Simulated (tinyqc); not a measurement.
p-n diode with diffusion and depletion-layer recombination: two steps of the calculation.

Abrupt junction in the depletion approximation, low injection, full ionisation, neutral widths fixed, ohmic contact on the p side. Vj is the junction voltage; where a series resistance Rs is given, V = Vj + J Rs is the terminal voltage.

Values chosen for this exercise; band and dielectric values close to those of silicon: temperature T = 300 K; band gap Eg = 1.13 eV; relative permittivity eps_r = 11.7; conduction-band density of states at T Nc = 2.81e19 cm^-3; valence-band density of states at T Nv = 2.6e19 cm^-3; acceptor density Na = 3.9e16 cm^-3; donor density Nd = 1.1e16 cm^-3; electron lifetime tn = 7e-6 s; hole lifetime tp = 8e-8 s; series resistance Rs = 0.0088 ohm cm^2; trap level above the intrinsic level Et = 0.05 eV; junction voltage at which recombination is evaluated Vj = 0.48 V; terminal voltage V = 0.65 V.

Constants: q = 1.602176634e-19 C, kB = 1.380649e-23 J/K, Vt = kB T/q, eps0 = 8.8541878128e-14 F/cm where lengths are in cm. Results are converted to the units shown.

Task 1. Recombination in the depleted layer. ni = sqrt(Nc Nv) exp(-Eg/(2 Vt)), Eg in volts. Vbi = Vt ln(Na Nd/ni^2), W = sqrt(2 eps0 eps_r (Vbi - Vj)(1/Na + 1/Nd)/q), xp = W Nd/(Na + Nd), xn = W Na/(Na + Nd); u(x) = q Na (x + xp)^2/(2 eps0 eps_r) for x < 0 and Vbi - Vj - q Nd (xn - x)^2/(2 eps0 eps_r) for x > 0; p = Na exp(-u/Vt), n = Nd exp((u - Vbi + Vj)/Vt); U = ni^2 (exp(Vj/Vt) - 1)/(tp (n + ni exp(Et/Vt)) + tn (p + ni exp(-Et/Vt))); J_scr = q times the integral of U from -xp to xn. Trapezoid rule on 13 equal steps.

Wanted: W; x; u; n; p; U; J_scr.

Result 1.

W = 205.09 nm

```
point,x (nm),u (V),n (cm^-3),p (cm^-3),U (cm^-3 s^-1)
0,-45.12,0.00000,2.2547e11,3.9000e16,3.2211e16
1,-29.34,0.00751,3.0143e11,2.9172e16,4.3062e16
2,-13.57,0.03002,7.2025e11,1.2209e16,1.0289e17
3,2.21,0.06737,3.0535e12,2.8798e15,4.3621e17
4,17.98,0.10759,1.4473e13,6.0758e14,2.0670e18
5,33.76,0.14358,5.8234e13,1.5100e14,8.2825e18
6,49.54,0.17534,1.9891e14,4.4208e13,2.7025e19
7,65.31,0.20286,5.7679e14,1.5245e13,5.7521e19
8,81.09,0.22615,1.4199e15,6.1932e12,5.6026e19
9,96.87,0.24520,2.9671e15,2.9636e12,3.4066e19
10,112.64,0.26002,5.2638e15,1.6706e12,2.0317e19
11,128.42,0.27061,7.9274e15,1.1093e12,1.3698e19
12,144.19,0.27696,1.0135e16,8.6763e11,1.0765e19
13,159.97,0.27908,1.1000e16,7.9941e11,9.9293e18
```

J_scr = 5.9482e-5 A/cm^2

Task 2. New Vj. Diffusion current alone: J = J0 (exp(Vj/Vt) - 1), g = Vj + J Rs - V, g' = 1 + Rs J0 exp(Vj/Vt)/Vt, Vj(new) = Vj - g/g'.

Vj after iteration 1 = 0.64999892 V
J0 = J0n + J0p = 3.1432721e-11 A/cm^2

Give: J; g; g'; Vj after iteration 2.

Result 2.

J = 2.611 A/cm^2
g = 0.02298 V
g' = 1.889
Vj after iteration 2 = 0.6378 V

Numbers from tinyqc (`OMP_NUM_THREADS=1 python tinyqc.py 2260012 2260013 out.jsonl`; about 0.01 s on one thread of a shared Intel Xeon 2.30GHz).
